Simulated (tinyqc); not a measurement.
# Worked calculation: fully depleted semiconductor-on-insulator film with two gates, non-linear Poisson equation by Newton steps

Computed by the program tinyqc: `OMP_NUM_THREADS=1 python tinyqc.py 2190042 2190043 out.jsonl`, one thread of a shared Intel Xeon 2.30GHz, about 0.3 s for the whole run. Printed values are rounded.

One dimension across the film, front interface at x = 0, back interface at x = ts. psi is counted from the intrinsic level, n = ni exp(psi/Vt) (source grounded), holes neglected, acceptors ionised. Gates act through Cox = eps0 eox/tox and Cbox = 3.9 eps0/tb with potentials G1 = Vg - (phiM - chi - Vt ln(Nc/ni)) and G2 = Vb - (phiB - chi - Vt ln(Nc/ni)). Classical Boltzmann densities, no interface charge, no depletion in the back plane.

Inputs (values chosen for the exercise); band and dielectric values those of a made-up semiconductor: temperature T = 300 K; band gap Eg = 1.17 eV; relative permittivity eps_r = 9.74; conduction-band density of states at T Nc = 3.31e19 cm^-3; valence-band density of states at T Nv = 2.22e19 cm^-3; electron affinity chi = 4.96 eV; relative permittivity of the gate insulator (close to aluminium oxide) eox = 9.01; insulator thickness tox = 3.2 nm; film thickness ts = 18 nm; buried-oxide thickness (eps_r 3.9) tb = 150 nm; acceptor density of the film Na = 1.5e17 cm^-3; work function of the front gate phiM = 5.3 eV; work function of the back plane phiB = 6.01 eV; back-gate voltage Vb = 0 V; front-gate voltage Vg = 0.28 V.

Constants: q = 1.602176634e-19 C, kB = 1.380649e-23 J/K, Vt = kB T/q, eps0 = 8.8541878128e-14 F/cm where lengths are in cm. Results are converted to the units shown.

## Capacitances and gate potentials

ni = sqrt(Nc Nv) exp(-Eg/(2 Vt)), Eg in volts; Cox, Cbox, G1, G2 as defined; Cs = eps0 eps_r/ts; a = eps0 eps_r/h with h = ts/8; coupling ratio of a depleted film Cs Cbox/(Cox (Cs + Cbox)).

ni = 4.032023e9 cm^-3
Cox = 2.493007 uF/cm^2
Cbox = 0.02302089 uF/cm^2
Cs = 0.4791099 uF/cm^2
a = 3.832880 uF/cm^2
G1 = 0.5301632 V
G2 = -0.4598368 V
coupling ratio = 0.008810830

## Iteration 1: density, residual and Jacobian diagonal

| node | psi at the start (V) |
|---|---|
| 0 | 0.2 |
| 1 | 0.2 |
| 2 | 0.2 |
| 3 | 0.2 |
| 4 | 0.2 |
| 5 | 0.2 |
| 6 | 0.2 |
| 7 | 0.2 |
| 8 | 0.2 |

Nodes 0 to 8, h = ts/8, box widths w = h (h/2 at both ends), a = eps0 eps_r/h. F_i = a (psi_(i+1) - 2 psi_i + psi_(i-1)) - q w_i (n_i + Na); F_0 = a (psi_1 - psi_0) + Cox (G1 - psi_0) - q w_0 (n_0 + Na); F_8 = a (psi_7 - psi_8) + Cbox (G2 - psi_8) - q w_8 (n_8 + Na). Diagonal b_i = -2 a - q w_i n_i/Vt, with -a - Cox and -a - Cbox in place of -2 a at the ends.

| node | n (cm^-3) | residual F (C/cm^2) | diagonal b (F/cm^2) |
|---|---|---|---|
| 0 | 9.233687e12 | 8.203953e-7 | -6.325893e-6 |
| 1 | 9.233687e12 | -5.407679e-9 | -7.665772e-6 |
| 2 | 9.233687e12 | -5.407679e-9 | -7.665772e-6 |
| 3 | 9.233687e12 | -5.407679e-9 | -7.665772e-6 |
| 4 | 9.233687e12 | -5.407679e-9 | -7.665772e-6 |
| 5 | 9.233687e12 | -5.407679e-9 | -7.665772e-6 |
| 6 | 9.233687e12 | -5.407679e-9 | -7.665772e-6 |
| 7 | 9.233687e12 | -5.407679e-9 | -7.665772e-6 |
| 8 | 9.233687e12 | -1.789387e-8 | -3.855907e-6 |

## Iteration 1: Newton step

Solve a d_(i-1) + b_i d_i + a d_(i+1) = -F_i for all nodes. Half of the step is added while the largest |d| exceeds 1.5 Vt, the full step after that.

| node | Newton step d, before damping (V) | psi after iteration 1 (V) |
|---|---|---|
| 0 | 0.3046992 | 0.3523496 |
| 1 | 0.2888428 | 0.3444214 |
| 2 | 0.2743981 | 0.3371991 |
| 3 | 0.2613653 | 0.3306826 |
| 4 | 0.2497441 | 0.3248721 |
| 5 | 0.2395347 | 0.3197674 |
| 6 | 0.2307370 | 0.3153685 |
| 7 | 0.2233509 | 0.3116754 |
| 8 | 0.2173764 | 0.3086882 |

## Iteration 2: density, residual and Jacobian diagonal

As before.

| node | n (cm^-3) | residual F (C/cm^2) | diagonal b (F/cm^2) |
|---|---|---|---|
| 0 | 3.347619e15 | 4.101385e-7 | -6.328221e-6 |
| 1 | 2.463471e15 | -2.790453e-9 | -7.669194e-6 |
| 2 | 1.863021e15 | -2.768900e-9 | -7.668357e-6 |
| 3 | 1.447927e15 | -2.754020e-9 | -7.667778e-6 |
| 4 | 1.156468e15 | -2.743588e-9 | -7.667372e-6 |
| 5 | 9.492450e14 | -2.736184e-9 | -7.667083e-6 |
| 6 | 8.007198e14 | -2.730886e-9 | -7.666876e-6 |
| 7 | 6.941288e14 | -2.727091e-9 | -7.666727e-6 |
| 8 | 6.183817e14 | -8.957215e-9 | -3.856332e-6 |

## Iteration 2: Newton step

As before.

| node | Newton step d, before damping (V) | psi after iteration 2 (V) |
|---|---|---|
| 0 | 0.1513835 | 0.4280414 |
| 1 | 0.1429343 | 0.4158885 |
| 2 | 0.1353412 | 0.4048697 |
| 3 | 0.1285623 | 0.3949638 |
| 4 | 0.1225696 | 0.3861569 |
| 5 | 0.1173442 | 0.3784395 |
| 6 | 0.1128733 | 0.3718051 |
| 7 | 0.1091477 | 0.3662493 |
| 8 | 0.1061612 | 0.3617688 |

## Course of the Newton iteration

Stop when the largest undamped |d| is below 1e-9 V, or after 80 iterations.

Course of the iteration:

| iteration | largest \|F\| (C/cm^2) | largest \|d\| (V) |
|---|---|---|
| 1 | 8.20e-7 | 0.305 |
| 2 | 4.10e-7 | 0.151 |
| 3 | 2.04e-7 | 0.0698 |
| 4 | 1.00e-7 | 0.0295 |
| 5 | 4.31e-9 | 2.78e-3 |
| 6 | 6.04e-11 | 8.17e-5 |
| 7 | 2.90e-14 | 5.34e-8 |
| 8 | < 1e-19 | < 1e-13 |

Converged in 8 iterations.

## Electron sheet density, centroid and oxide fields

| node | converged psi (V) |
|---|---|
| 0 | 0.4903088 |
| 1 | 0.4683629 |
| 2 | 0.4506270 |
| 3 | 0.4357115 |
| 4 | 0.4229984 |
| 5 | 0.4121802 |
| 6 | 0.4030914 |
| 7 | 0.3956375 |
| 8 | 0.3897623 |

n_i = ni exp(psi_i/Vt); N_inv = sum w_i n_i with w = ts/8, halved at the ends; centroid sum w n x/N_inv; fields (G1 - psi_0)/tox and (G2 - psi_8)/tb.

| node | n (cm^-3) |
|---|---|
| 0 | 6.955826e17 |
| 1 | 2.976280e17 |
| 2 | 1.498733e17 |
| 3 | 8.416950e16 |
| 4 | 5.147355e16 |
| 5 | 3.387243e16 |
| 6 | 2.383200e16 |
| 7 | 1.786241e16 |
| 8 | 1.423122e16 |

N_inv = 2.280641e11 cm^-2
centroid = 3.440852 nm
field in the front oxide = 0.1245449 MV/cm
field in the buried oxide = -0.05663994 MV/cm

The centroid lies at 0.19 of the film, near the front interface. A 400-interval mesh gives N_inv = 2.183e11 cm^-2; this mesh is 4.5 % above it.
